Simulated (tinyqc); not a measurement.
From current gain beta back to base width W: minority-electron transport through the base of a bipolar transistor (Moll-Ross and Kroemer integrals). Computed by tinyqc, a small Python program. Command: `OMP_NUM_THREADS=1 python tinyqc.py 3019881 3019882 out.jsonl base inv`. One thread of a shared host (Intel(R) Xeon(R) Processor @ 2.30GHz), about 0.02 s of CPU time with the checks.

Low injection, one dimension, x from the emitter edge (0) to the collector edge (W), s = x/W. Recombination is treated as a small correction (valid for tau_B well below tau_n), computed from the stored charge.

Inputs (values chosen for the exercise, modelled on silicon):
```
quantity,value,unit
intrinsic density n_i at the emitter edge,9.4e+09,1/cm^3
base doping at the emitter edge N_0,5.8e+17,1/cm^3
mu_min,240,cm^2/(V s)
mu_max,1380,cm^2/(V s)
N_ref,2.8e+17,1/cm^3
electron lifetime tau_n,8.3,ns
emitter Gummel number G_E,3.9e+13,s/cm^4
base-emitter voltage V_BE,0.8,V
temperature T,300,K
gap narrowing across the base dE_g,52,meV
```

Base doping profile: uniform. Gap grading: linear. Exit of the base: infinite sink.

Constants: k_B = 8.617333262e-05 eV/K; e = 1.602176634e-19 C.

Method:
- N(x) = N_0; n_i(x)^2 = n_i^2 exp(s dE_g/k_B T); D(x) = (k_B T/e) mu, mu = mu_min + (mu_max - mu_min)/(1 + (N/N_ref)^0.7).
- With y(x) = N n_i^2/(D n_i(x)^2): base Gummel number G_B = int_0^W y dx; J_C = e n_i^2 exp(e V_BE/k_B T)/G_B; n(x) = (J_C/e)(n_i(x)^2/(N n_i^2)) [int_x^W y dx]; transit time tau_B = (e/J_C) int n dx; trapezoid rule on 401 even points.
- Emitter-limited gain beta_E = G_E/G_B; recombination-limited gain beta_R = tau_n/tau_B; 1/beta = 1/beta_E + 1/beta_R; f_T from the base alone = 1/(2 pi tau_B).

Question. A run gave the result below. Find the base width W, known to lie between 290 and 640 nm.

current gain beta = 43.91996

Answer.

Each step takes the trial c = (a f_b - b f_a)/(f_b - f_a), f being the result less the target and a, b, c the logarithms of the listed values; c replaces end b, the old b replaces a if the sign of f changed, and otherwise f_a is halved.

Scan of the range:
```
base width W (nm),current gain beta
290,80.5172
331,69.2344
378,59.3628
431,50.8679
492,43.4141
561,36.9972
640,31.4129
```

False position (Illinois rule, in the logarithm of the input) inside the bracket:
```
step,end a,end b,trial,current gain beta
1,431.000,492.000,487.600,43.8874
2,431.000,487.600,487.041,43.9481
3,487.600,487.041,487.300,43.9200
4,487.041,487.300,487.300,43.9200
```

Current gain beta falls at every point of a 13-point scan of the range (every second point is shown), so one value fits; it is bracketed by 431 and 492. Answer: base width W = 487.3 nm.
